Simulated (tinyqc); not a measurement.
FinFET, parasitic resistance, capacitance and delay: two steps of the calculation.

Nf fins under one contact; each has gated perimeter p = 2 Hf + Wf and cross-section A = Hf Wf; contact width Wc = Nf pf, stack height Hs = Hf. Contact length Lc = CPP - Lg - 2 Lsp, shared by two neighbouring gates. Source and drain sides are equal. The formulas are first-order estimates, not field solutions.

Parameters, values chosen for the exercise; values close to those of silicon logic devices: temperature T = 300 K; fin height Hf = 42 nm; fin width Wf = 7 nm; gate length Lg = 12 nm; inversion capacitance Cinv = 3.6 uF/cm^2; injection velocity vx = 1.4e7 cm/s; apparent mobility mu = 200 cm^2/(V s); threshold at zero drain voltage VT = 0.22 V; barrier lowering dl = 0.054 V/V; subthreshold factor n = 1.15; supply voltage Vdd = 0.6 V.

Constants: q = 1.602176634e-19 C, kB = 1.380649e-23 J/K, Vt = kB T/q. Results are converted to the units shown.

Problem 1. Fin currents at Vgs = Vdd, Vds = Vdd/2. One fin: I = p Q vx u/(1 + |u|^1.8)^(1/1.8), Q = Cinv n Vt ln(1 + exp((Vg' - VT + dl Vd')/(n Vt))), u = Vd' mu/(vx Lg), Vg' = Vgs - v, Vd' = Vds - 2 v, with the drop on each side v = Rc (sum of I) + Rx I. I(new) = I(out).

I after iteration 1 (uA): fin 1 172.24339, fin 2 172.24339, fin 3 172.24339
Rc = 114.49026 ohm
Rx = 114.28571 ohm

Find: drop v; I(out); I after iteration 2.

Solution 1.

drop v (mV): fin 1 78.846, fin 2 78.846, fin 3 78.846
I(out) (uA): fin 1 118.10, fin 2 118.10, fin 3 118.10
I after iteration 2 (uA): fin 1 118.10, fin 2 118.10, fin 3 118.10

Problem 2. Effective current, delay and energy. Ieff = (IH + IL)/2, delay CL Vdd/(2 Ieff), energy CL Vdd^2, with CL the load of an inverter that drives an equal one.

IH = I(Vdd, Vdd/2) = 398.36294 uA
IL = I(Vdd/2, Vdd), solved likewise = 125.14374 uA
CL = 780.14349 aF

Wanted: Ieff; delay; energy.

Solution 2.

Ieff = 261.75 uA
delay = 0.89414 ps
energy = 280.85 aJ

Numbers from tinyqc (`OMP_NUM_THREADS=1 python tinyqc.py 2170127 2170128 out.jsonl`; about 0.04 s on one thread of a shared Intel Xeon 2.30GHz).
